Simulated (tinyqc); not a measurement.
Worked calculation: plane-wave Kohn-Sham cycle with exchange-only LDA in a layered model solid. Computed by tinyqc, a small Python program that keeps every step. Settings: points = 16, plane-wave index or count = 3, electrons = 4, k points = 1, area = 18.0, mixing = 0.3, iteration cap = 59. Command: `OMP_NUM_THREADS=1 python tinyqc.py 22611 22612 out.jsonl` (the two numbers bound the seeds that draw the settings). One thread of a shared host (Intel(R) Xeon(R) Processor @ 2.60GHz), about 0.02 s of CPU time with the checks.

A solid whose potential varies along x alone (atomic units):
```
parameter                      value
period a                   11.100000
cross-section of the cell  18.000000
electrons per cell                 4
grid points                       16
plane waves -n..n, n               3
k points                           1
V1 in V1 cos(2 pi x/a)     -0.360000
V2 in V2 cos(4 pi x/a)     -0.220000
```

Stop when sqrt(dV sum R^2) is below 1e-8, dV = a A/N.

Course of the cycle:
```
iteration  E (hartree)  norm of the residual
1            -1.051596              2.59e-01
2            -0.879117              1.75e-01
3            -0.811224              1.11e-01
4            -0.786928              6.90e-02
5            -0.779146              4.36e-02
6            -0.799607              2.18e-01
7            -0.872915              1.14e-01
8            -0.806076              6.80e-02
9            -0.784204              4.05e-02
10           -0.777831              2.54e-02
11           -0.794370              2.23e-01
...                ...                   ...
49           -0.783927              3.75e-02
50           -0.777749              2.37e-02
51           -0.794667              2.24e-01
52           -0.871274              1.07e-01
53           -0.805271              6.31e-02
54           -0.783927              3.75e-02
55           -0.777749              2.37e-02
56           -0.794667              2.24e-01
57           -0.871274              1.07e-01
58           -0.805271              6.31e-02
59           -0.783927              3.75e-02
```

Can the last value be used, and what does the course show?

Not by the stop rule. Not converged within 59 iterations: the residual wanders without falling. Reruns (cap 100 unless said): mixing 0.1: not converged; mixing 0.5, Kerker q0 1.0: not converged; mixing 0.3, Pulay depth 5: not converged; the original settings with a cap of 400: not converged.
